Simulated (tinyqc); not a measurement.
Inside a calculation. Method: UHF in the sto-3g basis, for Be+, spin multiplicity 2. This run ends on a higher stationary point, not on the lowest solution. One step of it, computed by the program tinyqc.

Task: Iteration 1: building the Fock matrix. J_ij = sum D_kl (ij|kl) with D = D(alpha) + D(beta), K_ij = sum D_kl (ik|jl) for each spin; F = H + J - K(s); E = tr D H + tr D J / 2 - 0.5 sum_s tr D(s) K(s) + E_nn.

D(alpha) at the start:
```
           1Be 1s    1Be 2s   1Be 2px   1Be 2py   1Be 2pz
1Be 1s   0.979214  0.037309  0.000000  0.000000  0.000000
1Be 2s   0.037309  0.001422  0.000000  0.000000  0.000000
1Be 2px  0.000000  0.000000  1.000000  0.000000  0.000000
1Be 2py  0.000000  0.000000  0.000000  0.000000  0.000000
1Be 2pz  0.000000  0.000000  0.000000  0.000000  0.000000
```

D(beta) at the start:
```
           1Be 1s    1Be 2s   1Be 2px   1Be 2py   1Be 2pz
1Be 1s   0.979214  0.037309  0.000000  0.000000  0.000000
1Be 2s   0.037309  0.001422  0.000000  0.000000  0.000000
1Be 2px  0.000000  0.000000  0.000000  0.000000  0.000000
1Be 2py  0.000000  0.000000  0.000000  0.000000  0.000000
1Be 2pz  0.000000  0.000000  0.000000  0.000000  0.000000
```

core Hamiltonian H = T + V (hartree):
```
            1Be 1s     1Be 2s    1Be 2px    1Be 2py    1Be 2pz
1Be 1s   -7.867117  -1.932258   0.000000   0.000000   0.000000
1Be 2s   -1.932258  -2.102157   0.000000   0.000000   0.000000
1Be 2px   0.000000   0.000000  -1.634157   0.000000   0.000000
1Be 2py   0.000000   0.000000   0.000000  -1.634157   0.000000
1Be 2pz   0.000000   0.000000   0.000000   0.000000  -1.634157
```

Two-electron integrals (ij|kl) in chemists' order, unique and non-zero (hartree):
```
(11|11) 2.298831   (21|11) 0.392036   (21|21) 0.079539   (22|11) 0.570988
(22|21) 0.143041   (22|22) 0.417683   (31|31) 0.014607   (32|31) 0.021888
(32|32) 0.092265   (33|11) 0.569578   (33|21) 0.143083   (33|22) 0.417589
(33|33) 0.449859   (41|41) 0.014607   (42|41) 0.021888   (42|42) 0.092265
(43|43) 0.024249   (44|11) 0.569578   (44|21) 0.143083   (44|22) 0.417589
(44|33) 0.401360   (44|44) 0.449859   (51|51) 0.014607   (52|51) 0.021888
(52|52) 0.092265   (53|53) 0.024249   (54|54) 0.024249   (55|11) 0.569578
(55|21) 0.143083   (55|22) 0.417589   (55|33) 0.401360   (55|44) 0.401360
(55|55) 0.449859
```

nuclear repulsion = 0 hartree

Give: Coulomb J; exchange K(alpha); exchange K(beta); F(alpha); F(beta); total energy of this density.

Result:

Coulomb J (hartree):
```
         1Be 1s  1Be 2s  1Be 2px  1Be 2py  1Be 2pz
1Be 1s   5.1318  0.9231   0.0000   0.0000   0.0000
1Be 2s   0.9231  1.5584   0.0000   0.0000   0.0000
1Be 2px  0.0000  0.0000   1.5879   0.0000   0.0000
1Be 2py  0.0000  0.0000   0.0000   1.5394   0.0000
1Be 2pz  0.0000  0.0000   0.0000   0.0000   1.5394
```

exchange K(alpha) (hartree):
```
         1Be 1s  1Be 2s  1Be 2px  1Be 2py  1Be 2pz
1Be 1s   2.2950  0.4302   0.0000   0.0000   0.0000
1Be 2s   0.4302  0.1814   0.0000   0.0000   0.0000
1Be 2px  0.0000  0.0000   0.4659   0.0000   0.0000
1Be 2py  0.0000  0.0000   0.0000   0.0403   0.0000
1Be 2pz  0.0000  0.0000   0.0000   0.0000   0.0403
```

exchange K(beta) (hartree):
```
         1Be 1s  1Be 2s  1Be 2px  1Be 2py  1Be 2pz
1Be 1s   2.2804  0.4084   0.0000   0.0000   0.0000
1Be 2s   0.4084  0.0892   0.0000   0.0000   0.0000
1Be 2px  0.0000  0.0000   0.0161   0.0000   0.0000
1Be 2py  0.0000  0.0000   0.0000   0.0161   0.0000
1Be 2pz  0.0000  0.0000   0.0000   0.0000   0.0161
```

F(alpha) (hartree):
```
          1Be 1s   1Be 2s  1Be 2px  1Be 2py  1Be 2pz
1Be 1s   -5.0303  -1.4394   0.0000   0.0000   0.0000
1Be 2s   -1.4394  -0.7252   0.0000   0.0000   0.0000
1Be 2px   0.0000   0.0000  -0.5122   0.0000   0.0000
1Be 2py   0.0000   0.0000   0.0000  -0.1351   0.0000
1Be 2pz   0.0000   0.0000   0.0000   0.0000  -0.1351
```

F(beta) (hartree):
```
          1Be 1s   1Be 2s  1Be 2px  1Be 2py  1Be 2pz
1Be 1s   -5.0157  -1.4175   0.0000   0.0000   0.0000
1Be 2s   -1.4175  -0.6329   0.0000   0.0000   0.0000
1Be 2px   0.0000   0.0000  -0.0623   0.0000   0.0000
1Be 2py   0.0000   0.0000   0.0000  -0.1108   0.0000
1Be 2pz   0.0000   0.0000   0.0000   0.0000  -0.1108
```

total energy of this density = -13.950116 hartree
